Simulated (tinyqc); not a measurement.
# Worked calculation: drifting, spreading and decaying minority pulse (Haynes-Shockley), explicit time steps

tinyqc, about 0.01 s, one thread, Intel Xeon 2.30GHz (shared host): `OMP_NUM_THREADS=1 python tinyqc.py 2310129 2310130 out.jsonl` Printed values are rounded.

Low injection in a uniform field: dn/dt = D d2n/dx2 - v dn/dx - n/tau with D = mu Vt and v = mu F towards +x. Exact solution on an infinite bar for a Gaussian start at x0: n = N0 exp(-t/tau) exp(-(x - x0 - v t)^2/(2 s^2))/sqrt(2 pi s^2), s^2 = s0^2 + 2 D t.

Inputs (values chosen for the exercise); mobility close to that of indium phosphide at room temperature:
```
symbol,value,unit,meaning
T,250,K,temperature
mu,201,cm^2/(V s),minority-carrier mobility
F,3.6,V/cm,sweep field along the drift
hx,60,um,mesh step
tau,3.1e-5,s,lifetime
N0,5e11,cm^-2,injected sheet density
dt,1.9e-6,s,time step
s0,61,um,initial width (standard deviation)
```

Constants: q = 1.602176634e-19 C, kB = 1.380649e-23 J/K, Vt = kB T/q. Results are converted to the units shown.

## Coefficients of the scheme

Exponentially fitted fluxes: d = F hx/Vt, B(d) = d/(exp(d) - 1), k = D dt/hx^2; (L n)_i = a n_(i-1) + b n_i + c n_(i+1) with a = k B(-d), c = k B(d), b = -a - c - dt/tau. Explicit steps keep n positive for dt up to 1/[(D/hx^2)(B(d) + B(-d)) + 1/tau].

D = 4.33021 cm^2/s
v = 723.6 cm/s
d = 1.00263
a = 0.361941
b = -0.556032
c = 0.132801
positivity limit of dt = 3.41707e-6 s

dt is 0.56 times the explicit limit. On this mesh the fitted flux acts like a diffusion coefficient (d/2) coth(d/2) D = 1.08 D for a travelling pulse, before the error of the time steps.

## Initial pulse

Nodes x_i = i hx, i = 1 to 9, n = 0 at nodes 0 and 10; the Gaussian at t = 0 with x0 = 4 hx.

n at t = 0, node 1 to 9 (in units of 1e13 cm^-3): [0.04205, 0.47229, 2.01588, 3.27002, 2.01588, 0.47229, 0.04205, 0.00142, 0.00002]

## Step 1: densities after a time step

(L n)_i = a n_(i-1) + b n_i + c n_(i+1), n = 0 beyond the ends. Explicit step: n(new) = n + L n.

n at t = 1 dt, node 1 to 9 (in units of 1e13 cm^-3): [0.08139, 0.49261, 1.50019, 2.44912, 2.14126, 0.94489, 0.18980, 0.01585, 0.00052]

## Step 2: densities after a time step

As before.

n at t = 2 dt, node 1 to 9 (in units of 1e13 cm^-3): [0.10155, 0.44739, 1.16958, 1.91467, 1.96257, 1.21972, 0.42837, 0.07580, 0.00597]

## Step 3: densities after a time step

As before.

n at t = 3 dt, node 1 to 9 (in units of 1e13 cm^-3): [0.10450, 0.39070, 0.93545, 1.53400, 1.72630, 1.30874, 0.64171, 0.18949, 0.03009]

## Course in time

The same steps, now on nodes 1 to 60 (n = 0 at nodes 0 and 61), for 24 steps; centre = sum x n/sum n. Deviations are from the exact pulse, as a share of its largest value on the nodes; a run counts as stable if they stay under 100 %.

Course of the iteration:
```
step  hx sum n (cm^-2)  centre (um)  most negative n (cm^-3), 0 if none  largest deviation (% of the peak)
1           4.68939e11      254.870                                   0                               2.67
2           4.39549e11      269.913                                   0                               4.11
3           4.11799e11      285.119                                   0                               4.74
4           3.85727e11      300.412                                   0                               5.15
5           3.61303e11      315.741                                   0                               5.52
6           3.38456e11      331.073                                   0                               5.89
7           3.17098e11      346.388                                   0                               6.13
8           2.97134e11      361.676                                   0                               6.30
9           2.78473e11      376.931                                   0                               6.85
...                ...          ...                                 ...                                ...
16          1.77501e11      482.728                                   0                               9.52
17          1.66507e11      497.717                                   0                               9.89
18          1.56205e11      512.681                                   0                               10.3
19          1.46549e11      527.622                                   0                               10.6
20          1.37498e11      542.540                                   0                               10.9
21          1.29012e11      557.438                                   0                               11.1
22          1.21056e11      572.318                                   0                               11.5
23          1.13594e11      587.180                                   0                               11.9
24          1.06597e11      602.026                                   0                               12.3
```

The run is stable. After 24 steps the deviation is 12 % of the peak. From step 1 to the last the centre has moved at 1.10 v and the content is 7.2 % below N0 exp(-t/tau). On an endless mesh these steps would give a speed of 1.07 v and a content of 0.954 times the exact one, from dt/tau = 0.0613 alone; the rest comes from the absorbing ends.
